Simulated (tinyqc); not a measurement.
Inside a calculation. Method: power iteration on a symmetric matrix. One step of it, computed by the program tinyqc.

Question. Step 2. w = (A - shift) v; v' = w/|w| with its largest component positive (the first on a tie); lambda = v'^T A v'.

A, lower triangle:
```
           1          2         3
1   0.074000
2   0.901000   1.147000
3  -1.171000  -0.894000  5.136000
```

vector after step 1: -0.559144  0.014446  0.828944

shift = 1.120000

Give: vector after step 2; Rayleigh quotient after step 2.

Answer.

vector after step 2: -0.089  -0.298  0.950

Rayleigh quotient after step 2 = 5.494
